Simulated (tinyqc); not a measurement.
Inside a calculation. Method: extended Hueckel theory, for H3+. The parameters take no account of the charge, which enters only through the electron count. Computed by tinyqc, a small Python program that keeps every step (integrals from PySCF). Settings: charge = 1, K = 1.75, multiplicity = 1. Command: `OMP_NUM_THREADS=1 python tinyqc.py 30518 30519 out.jsonl` (the two numbers bound the seeds that draw the settings). One thread of a shared host (Intel(R) Xeon(R) Processor @ 2.60GHz), about 0.01 s of CPU time with the checks.

## Overlaps

Geometry (angstrom):
```
atom         x         y         z
H     0.000000  0.000000  0.000000
H     0.000000  0.000000  0.831000
H     0.000000  0.816000  0.155000
```

Parameters chosen for this run:
```
element  shell  Slater exponent   H_ii (eV)
H           1s         1.300000  -13.600000
```

Slater orbitals, each expanded in six Gaussians scaled to its exponent.

overlap S, order 1H 1s, 2H 1s, 3H 1s:
```
[[1.000000, 0.575270, 0.575540],
 [0.575270, 1.000000, 0.434016],
 [0.575540, 0.434016, 1.000000]]
```

## Wolfsberg-Helmholz matrix

diagonal H_ii (eV): [-13.600000, -13.600000, -13.600000]

K = 1.750000

H_ij = K' S_ij (H_ii + H_jj)/2 for i != j (the diagonal keeps H_ii), with K' = 1.75.

H (eV), order 1H 1s, 2H 1s, 3H 1s:
```
[[-13.600000, -13.691417, -13.697848],
 [-13.691417, -13.600000, -10.329574],
 [-13.697848, -10.329574, -13.600000]]
```

## Orbitals

valence electrons = 2

Solve H C = S C e through S^(-1/2); fill by pairs from the bottom, a degenerate level sharing its electrons equally; each orbital has its largest coefficient positive (the first on a tie).

orbital energies (eV): [-18.846600, -5.778301, 3.412779]

occupations: [2.000000, 0.000000, 0.000000]

coefficients, order 1H 1s, 2H 1s, 3H 1s:
```
[[0.424555, -0.000772, 1.295254],
 [0.390717, 0.940414, -0.702730],
 [0.390794, -0.939390, -0.704561]]
```

sum of one-electron energies = -37.693200 eV

## Mulliken analysis

P = C n C^T; charge = valence electrons (H 1) minus the sum of (P S)_ii on the atom; overlap population = 2 sum P_ij S_ij between two atoms.

charges: [0.257673, 0.371287, 0.371040]

Overlap populations:
```
pair     value
2-1   0.381706
3-1   0.381960
3-2   0.265080
```
